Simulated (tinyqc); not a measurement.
Debye-Callaway model of lattice thermal conductivity. From kappa back to film thickness t. Computed by tinyqc, a small Python program. Command: `OMP_NUM_THREADS=1 python tinyqc.py 3017362 3017363 out.jsonl callaway inv`. One thread of a shared host (Intel(R) Xeon(R) Processor @ 2.30GHz), about 0.05 s of CPU time with the checks.

Three acoustic branches with one velocity v, cut at omega_D = k_B Theta/hbar; x = hbar omega/(k_B T). v and Theta are separate inputs: Theta cuts off the heat-carrying modes, so C need not reach 3 k_B/V. gamma is an effective value that sets the umklapp rate. Heat flows along the film.

Inputs (values chosen for the exercise, for a model crystal): sound velocity v = 5810 m/s; Debye temperature Theta = 525 K; volume per atom V = 21.4 angstrom^3; mean atomic mass M = 129 u; effective Grueneisen parameter gamma = 0.736; umklapp exponent divisor b = 3; vacancy fraction n_v = 0.0013; specularity p = 0; normal-process factor f_N = 0.37; temperature T = 20 K.

Sample: film. Point defects: vacancies. Normal processes: included.

Constants: k_B = 1.380649e-23 J/K; hbar = 1.054571817e-34 J s; u = 1.6605390666e-27 kg.

Method:
- A vacancy counts as a mass defect Delta M/M = -3 (the missing mass and twice its bonds), so Gamma = 9 n_v. A = V Gamma/(4 pi v^3).
- Rates: point defects A omega^4; umklapp B omega^2 T exp(-Theta/(b T)) with B = hbar gamma^2/(M v^2 Theta); normal processes f_N B omega^2 T (T/Theta)^2. Film: the bulk time tau of each mode, from the resistive rates above, is multiplied by the Fuchs-Sondheimer factor F = (3/2) int_0^1 (1 - u^2) [1 - (1 - p) (u/d) (1 - E)/(1 - p E)] du, with E = exp(-d/u), d = t/(v tau), by 48 Gauss-Legendre points in z with u = z^4; the boundary rate is defined as 1/(F tau) - 1/tau.
- kappa_1 = c int tau_C g dx, g = x^4 e^x/(e^x - 1)^2, c = (k_B/(2 pi^2 v)) (k_B T/hbar)^3, over 0 < x < min(Theta/T, 40), by 96 Gauss-Legendre points in s with x = x_max s^2; 1/tau_C = 1/tau_R + 1/tau_N; kappa_2 = c [int (tau_C/tau_N) g dx]^2 / int (tau_C/(tau_N tau_R)) g dx; kappa = kappa_1 + kappa_2.
- Heat capacity C = 3 c int g dx / v^2; grey free path 3 kappa/(C v); the median free path v tau_C halves kappa_1 when the quadrature points are ordered by free path (each counted at half its weight, interpolated in the logarithm); likewise at 10 % and 90 %.

Problem. A run gave the result below. Find the film thickness t, known to lie between 1 and 2.9 micrometre.

kappa = 23.98191 W/(m K)

Solution.

Each step takes the trial c = (a f_b - b f_a)/(f_b - f_a), f being the result less the target and a, b, c the logarithms of the listed values; c replaces end b, the old b replaces a if the sign of f changed, and otherwise f_a is halved.

Scan of the range:
```
film thickness t (micrometre)  kappa (W/(m K))
1.00                                   15.6098
1.19                                   17.4835
1.43                                   19.6697
1.70                                   21.9375
2.03                                   24.4909
2.43                                   27.3315
2.90                                   30.3886
```

False position (Illinois rule, in the logarithm of the input) inside the bracket:
```
step    end a    end b    trial  kappa (W/(m K))
1     1.70000  2.03000  1.95946          23.9628
2     2.03000  1.95946  1.96198          23.9817
3     2.03000  1.96198  1.96202          23.9821
4     1.96198  1.96202  1.96200          23.9819
```

Kappa rises at every point of a 13-point scan of the range (every second point is shown), so one value fits; it is bracketed by 1.70 and 2.03. Answer: film thickness t = 1.962 micrometre.
